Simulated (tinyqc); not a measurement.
Double-gate transistor below threshold, two-dimensional Poisson equation on a small mesh: two steps of the calculation.

Half of a symmetric double-gate structure: row 0 is the mid-plane of the body, where the normal field vanishes. Mobile charge is neglected (subthreshold), the body is fully depleted, and potentials are counted from the intrinsic level; rows run upward to the gate, columns from source to drain.

Parameters, values chosen for the exercise; semiconductor permittivity close to that of silicon:
```
symbol  value   unit                                     meaning
T         300      K                                 temperature
eps_r    11.5         relative permittivity of the semiconductor
eox       3.9             relative permittivity of the insulator
tb          3     nm                     half the body thickness
tox       1.4     nm                         insulator thickness
L          32     nm                              channel length
Na          0  cm^-3       acceptor density of the depleted body
Vbi      0.48      V                     potential of the source
```

Constants: q = 1.602176634e-19 C, kB = 1.380649e-23 J/K, Vt = kB T/q, eps0 = 8.8541878128e-14 F/cm where lengths are in cm. Results are converted to the units shown.

Question 1. Coefficients of the five-point equations. Mesh: rows i = 0..2 in the semiconductor (step hs = tb/2, row 2 on the interface), then 1 step(s) ho = tox/1 up to the gate row 3; columns j = 0..5 (step hy = L/5). Box integration, divided by eps0: up_i = eps hy/h of the interval above row i, dn_i = that of the interval below (0 for row 0), lat_i = (sum of eps h/2 over the intervals above and below)/hy, s_i = -q Na w_i hy/eps0 with w_i the semiconductor height of the box (hs/2 for row 0 and the interface row, hs between, 0 in the insulator). Each free node obeys (up + dn + 2 lat) psi = up psi(above) + dn psi(below) + lat [psi(left) + psi(right)] + s.

Wanted: up; dn; lat; s.

Answer 1.

| row | up | dn | lat | s (V) |
|---|---|---|---|---|
| 0 | 49.07 | 0 | 1.348 | 0 |
| 1 | 49.07 | 49.07 | 2.695 | 0 |
| 2 | 17.83 | 49.07 | 1.774 | 0 |

Question 2. Barrier, swing and barrier lowering. The barrier is read along row 0, the path farthest from the gate. Take the node j of lowest psi: barrier Vbi - psi_j; swing Vt ln 10/(d psi_j/dVg); DIBL = (d psi_j/dVd)/(d psi_j/dVg). The derivatives solve the same equations with s = 0 and a unit change of that voltage.

converged psi (V):

|  | j=0 | j=1 | j=2 | j=3 | j=4 | j=5 |
|---|---|---|---|---|---|---|
| row 0 | 0.4800000 | 0.2300911 | 0.1749748 | 0.2072891 | 0.4068112 | 1.1800000 |
| row 1 | 0.4800000 | 0.2247410 | 0.1725734 | 0.2026966 | 0.3910550 | 1.1800000 |
| row 2 | 0.4800000 | 0.2082347 | 0.1656517 | 0.1894120 | 0.3423075 | 1.1800000 |
| row 3 | 0.1400000 | 0.1400000 | 0.1400000 | 0.1400000 | 0.1400000 | 0.1400000 |

d psi/dVg on row 0: j=0 0.00000000, j=1 0.74137512, j=2 0.92589571, j=3 0.92589571, j=4 0.74137512, j=5 0.00000000
d psi/dVd on row 0: j=0 0.0000000, j=1 0.0030838, j=2 0.0139705, j=3 0.0601338, j=4 0.2555410, j=5 1.0000000

Give: j; barrier; swing; DIBL.

Answer 2.

j = 2
barrier = 0.3050 V
swing = 64.29 mV/decade
DIBL = 15.09 mV/V

Numbers from tinyqc (`OMP_NUM_THREADS=1 python tinyqc.py 2480154 2480155 out.jsonl`; about 0.1 s on one thread of a shared Intel Xeon 2.30GHz).
